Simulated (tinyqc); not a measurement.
On-chip interconnect, size-dependent resistivity and RC delay: two steps of the calculation.

A rectangular line between two neighbours and two ground planes. Surface and grain-boundary scattering are added to the bulk resistivity as corrections; capacitances are parallel-plate values without fringing; inductance is ignored.

Inputs (values chosen for the exercise); metal values close to those of copper: bulk resistivity rho0 = 1.63 uohm cm; bulk mean free path lam = 40.8 nm; specular share of surface scattering ps = 0; reflection coefficient of grain boundaries Rg = 0.29; grain size over the metal width gr = 1.5; drawn line width wd = 110 nm; aspect ratio, height over width AR = 2; liner on both walls and the bottom, not conducting tl = 1.7 nm; space to the neighbouring lines sp = 220 nm; dielectric height to the planes above and below hd = 110 nm; relative permittivity of the dielectric ek = 2.7; Miller factor of the neighbours Mf = 1; driver resistance Rd = 350 ohm; time step dt = 1.9 ps.

Constants: eps0 = 8.8541878128e-12 F/m. Results are converted to the units shown.

Problem 1. Resistivity, resistance and capacitance per length. Metal width x = wd - 2 tl, height y = AR wd - tl; grain boundaries (Mayadas-Shatzkes): al = (lam/(gr x)) Rg/(1 - Rg), g = 1/[1 - 3 al/2 + 3 al^2 - 3 al^3 ln(1 + 1/al)] - 1; surfaces (Fuchs-Sondheimer, thick limit): s = (3/8) lam (1 - ps)(1/x + 1/y); rho = rho0 (1 + g + s); r = rho/(x y); c = eps0 ek (2 wd/hd + 2 Mf AR wd/sp).

Wanted: x; y; al; g; s; rho; r; c.

Solution 1.

x = 106.60 nm
y = 218.30 nm
al = 0.10422
g = 0.15176
s = 0.21361
rho = 2.2256 uohm cm
r = 0.95637 ohm/um
c = 0.095625 fF/um

Problem 2. Node voltages after a time step. A 1 V step is applied behind Rd at t = 0. C dv/dt = -G v + b, with G the conductance matrix of the ladder (1/Rs between neighbours, 1/Rd added at node 0) and b = (1 V/Rd, 0, ...). Trapezoidal step: (C/dt + G/2) v(new) = (C/dt - G/2) v + b.

Rs = 30.603925 ohm

```
node,C (fF),v at t = 1 dt (V)
0,1.5300037,0.46103485
1,3.0600073,0.34919180
2,3.0600073,0.27177107
3,3.0600073,0.22114073
4,3.0600073,0.19230981
5,1.6800037,0.18243623
```

Find: v at t = 2 dt.

Solution 2.

```
node,v at t = 2 dt (V)
0,0.45797
1,0.47514
2,0.47031
3,0.45825
4,0.44777
5,0.44351
```

tinyqc, about 0.01 s, one thread, Intel Xeon 2.30GHz (shared host): `OMP_NUM_THREADS=1 python tinyqc.py 2100092 2100093 out.jsonl`
